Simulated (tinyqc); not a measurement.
Donor binding, ionisation and the Mott limit: ionisation against doping.

Hydrogenic donor: Ry = (m0 q^3/(8 eps0^2 h^2)) me/eps_r^2 in eV, E0 = cc Ry, radius a = q/(8 pi eps0 eps_r E0), Mott density Nm = (0.26/a)^3. Below Nm the level sinks as Ed = E0 [1 - (N/Nm)^(1/3)]. Neutrality: Nc F12(eta) = N/(1 + 2 exp(eta + Ed/kB T)), F12(x) = (2/sqrt(pi)) int_0^infinity sqrt(u)/(1 + exp(u - x)) du.

The neutrality equation is solved with F12 in each row.

Inputs (values chosen for the exercise); band and dielectric values close to those of germanium:
```
symbol    value   unit                                                  meaning
T           300      K                                              temperature
eps_r      16.3                                           relative permittivity
me        0.119     m0  mass in the hydrogenic formula, set independently of Nc
Nc      1.03e19  cm^-3               conduction-band density of states at 300 K
cc            1          ratio of the true binding energy to the hydrogenic one
```

Constants: q = 1.602176634e-19 C, kB = 1.380649e-23 J/K, eps0 = 8.8541878128e-12 F/m, h = 6.62607015e-34 J s, m0 = 9.1093837015e-31 kg, Vt = kB T/q. Results are converted to the units shown.

Ionisation against doping:
```
N (cm^-3)       N/Nm  Ed (meV)  ionised (%)  ionised with Ed = E0 (%)
2.2e13     4.7668e-4    5.6178       99.999                    99.999
5.7e13     0.0012350    5.4400       99.999                    99.999
1.4e14     0.0030334    5.2117       99.997                    99.997
3.7e14     0.0080169    4.8742       99.991                    99.991
9.4e14      0.020367    4.4297       99.978                    99.977
2.4e15      0.052002    3.8193       99.946                    99.941
6.1e15       0.13217    2.9897       99.867                    99.850
1.5e16       0.32501    1.9041       99.688                    99.634
3.9e16       0.84503   0.33262       99.243                    99.058
```

The ionised share falls from 100 to 99.2 %, against 100 to 99.1 % for a fixed level: a higher density raises EF against the level, which fills more donors, while the sinking Ed works the other way.

Range of the model: A sharp level with degeneracy 2 overstates freeze-out near Nm, where the impurity band broadens and merges with the conduction band.

Program tinyqc, `OMP_NUM_THREADS=1 python tinyqc.py 2330037 2330038 out.jsonl`; Intel Xeon 2.30GHz, shared host, one thread, about 0.01 s.
